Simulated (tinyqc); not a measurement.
Worked calculation: eight-band Kane k.p model with strain. Values are carried at full precision from step to step, so a last printed digit may differ when a step is redone from the rounded ones.

Constants: hbar^2/2m0 = 3.80998211 eV angstrom^2.

Values chosen for the exercise (near those of Ge; not measured data): Eg = 0.877 eV (gap at Gamma to the s-like level); Dso = 0.288 eV (spin-orbit splitting); Ep = 26.1 eV (Kane energy); me = 0.037 m0 (electron mass at Gamma); g1 = 13.46 (Luttinger gamma1); g2 = 4.25 (gamma2); g3 = 5.67 (gamma3); a = 5.674 angstrom (lattice constant); a_sub = 5.786 angstrom (lattice constant of the substrate); C11 = 131 GPa; C12 = 48 GPa; C44 = 65.6 GPa; face = 001 (growth face); ac = -8.01 eV (conduction deformation potential); av = 1.24 eV (valence hydrostatic potential); b = -2.57 eV (tetragonal shear potential); d = -5.34 eV (trigonal shear potential); k = (0.006, 0.009, 0.005) 1/angstrom (wave vector); kmax = 0.1 1/angstrom (end of the path).

## Derived values

P = sqrt(Ep c); A = 1/me - Ep (Eg + 2 Dso/3)/(Eg (Eg + Dso)) keeps the electron mass; g1' = g1 - Ep/(3 Eg), g2' = g2 - Ep/(6 Eg), g3' = g3 - Ep/(6 Eg) remove the coupling to S that the Luttinger values already hold; L = -c (g1' + 4 g2'), M = -c (g1' - 2 g2'), N = -6 c g3'. c = hbar^2/2m0.

P = 9.9720 eV angstrom
A = -0.2811

g1', g2', g3': 3.5398  -0.7101  0.7099

L, M, N (eV angstrom^2): -2.6649  -18.8975  -16.2284

The coupling to the valence bands supplies 27.31, against 1/me = 27.03; A makes up the difference. The diagonal term in A bends towards the gap, so the set should be tested for spurious states at large k.

## Strain of a layer grown coherently on a (001) face

e_par = (a_sub - a)/a in the plane; no stress along the normal: e_perp = -2 (C12/C11) e_par; exx = eyy = e_par, ezz = e_perp, no shear.

e_par = 0.019739
e_perp = -0.014465

strain tensor in the cubic axes:
```
          x         y          z
x  0.019739  0.000000   0.000000
y  0.000000  0.019739   0.000000
z  0.000000  0.000000  -0.014465
```

The layer is under tension in the plane; its volume changes by +2.501 %.

## Strain terms

Strain (Bir-Pikus): H_SS gains ac tr(e); H_XX gains l exx + m (eyy + ezz) and H_XY gains n exy, with l = av + 2 b, m = av - b, n = sqrt(3) d. The sign of av is such that the gap moves by (ac - av) tr(e); the change of P with strain is neglected.

Form the strain terms of the Hamiltonian.

ac tr(e) = -0.20035 eV

strain block of X, Y, Z (the same for both spins) (eV), lower triangle:
```
          X         Y        Z
X  -0.05689
Y         0  -0.05689
Z         0         0  0.20683
```

## The Hamiltonian at one k

Eight-band Kane model, basis S, X, Y, Z times spin, zero of energy at the top of the unstrained valence band, c = hbar^2/2m0. Within each spin: H_SS = Eg + A c k^2, H_SX = i P kx (likewise Y, Z), H_XX = -Dso/3 + L kx^2 + M (ky^2 + kz^2), H_XY = N kx ky, and cyclic. Spin-orbit term (Dso/3) L.sigma on X, Y, Z with (L_k)_ij = -i epsilon_kij: <X+|H|Y+> = -i Dso/3, <X+|H|Z-> = Dso/3, <Y+|H|Z-> = -i Dso/3, <Z+|H|X-> = -Dso/3, <Z+|H|Y-> = i Dso/3, <X-|H|Y-> = i Dso/3, and their conjugates; + and - are the spin along z. Terms from inversion asymmetry are left out, so every level is twofold.

Fill in the matrix, adding ac tr(e) to H_SS and the strain block to X, Y, Z of each spin.

H(k) (eV), lower triangle (Hermitian):
```
          S+               X+       Y+        Z+        S-               X-
S+    0.6765
X+  -0.0598i          -0.1550
Y+  -0.0897i  -0.0009+0.0960i  -0.1543
Z+  -0.0499i          -0.0005  -0.0007    0.1085
S-         0                0        0         0    0.6765
X-         0                0        0   -0.0960  -0.0598i          -0.1550
Y-         0                0        0  -0.0960i  -0.0897i  -0.0009-0.0960i
Z-         0           0.0960  0.0960i         0  -0.0499i          -0.0005

         Y-      Z-
Y-  -0.1543
Z-  -0.0007  0.1085
```

## Levels and orbital character

Diagonalise H; the levels come in pairs. The weights are summed over spin and averaged over each pair.

levels, each twofold (eV): -0.3020  -0.0663  0.1492  0.6949

weights:
```
   pair 1  pair 2  pair 3  pair 4
S   0.006   0.010   0.009   0.975
X   0.440   0.503   0.051   0.005
Y   0.455   0.486   0.048   0.012
Z   0.099   0.001   0.892   0.008
```

The conduction pair has 2.5 % valence character at this k; the valence pair with most S character is pair 2 (1.0 %).

## Bands along [100] and [111]

The same diagonalisation at six points |k| = 0, kmax/5, ..., kmax along each direction.

Levels (eV):

| direction | \|k\| (1/angstrom) | pair 1 | pair 2 | pair 3 | pair 4 |
|---|---|---|---|---|---|
| [100] | 0.000 | -0.2944 | -0.0569 | 0.1563 | 0.6766 |
| [100] | 0.020 | -0.3181 | -0.0855 | 0.1459 | 0.7228 |
| [100] | 0.040 | -0.3946 | -0.1472 | 0.1191 | 0.8380 |
| [100] | 0.060 | -0.5225 | -0.2124 | 0.0788 | 0.9883 |
| [100] | 0.080 | -0.6840 | -0.2795 | 0.0245 | 1.1550 |
| [100] | 0.100 | -0.8640 | -0.3551 | -0.0444 | 1.3298 |
| [111] | 0.000 | -0.2944 | -0.0569 | 0.1563 | 0.6766 |
| [111] | 0.020 | -0.3148 | -0.0797 | 0.1310 | 0.7285 |
| [111] | 0.040 | -0.3899 | -0.1338 | 0.0903 | 0.8487 |
| [111] | 0.060 | -0.5353 | -0.1837 | 0.0573 | 0.9938 |
| [111] | 0.080 | -0.7329 | -0.2230 | 0.0266 | 1.1452 |
| [111] | 0.100 | -0.9621 | -0.2603 | -0.0066 | 1.2954 |

At kmax the conduction band lies 34.4 meV and the top valence band 37.7 meV apart between the two directions. k.p holds near Gamma; the zone edge lies near 1 1/angstrom.

## Masses at Gamma

m*/m0 = c h^2/(E(h) - E(0)) with |k| = h = 0.0001 1/angstrom; negative values are hole-like.

Masses (m0):

| direction | pair 1 | pair 2 | pair 3 | pair 4 |
|---|---|---|---|---|
| [100] | -0.066 | -0.048 | -0.137 | 0.031 |
| [111] | -0.080 | -0.065 | -0.049 | 0.027 |

Strain has split the top two pairs at Gamma, so each has its own mass tensor; the top pair has -0.137 along [100] and -0.049 along [111].

## Checks

- Electron mass of the unstrained model by finite differences against the input me: both 0.03700.
- Heavy-hole mass along [100] against 1/(g1 - 2 g2): both 0.2016.
- Light-hole mass along [100] against 1/(g1 + 2 g2): both 0.04554.

(tinyqc, `OMP_NUM_THREADS=1 python tinyqc.py 1050820 1050821 out.jsonl`, Intel(R) Xeon(R) Processor @ 2.30GHz, 1 thread, shared host, about 0.01 s.)
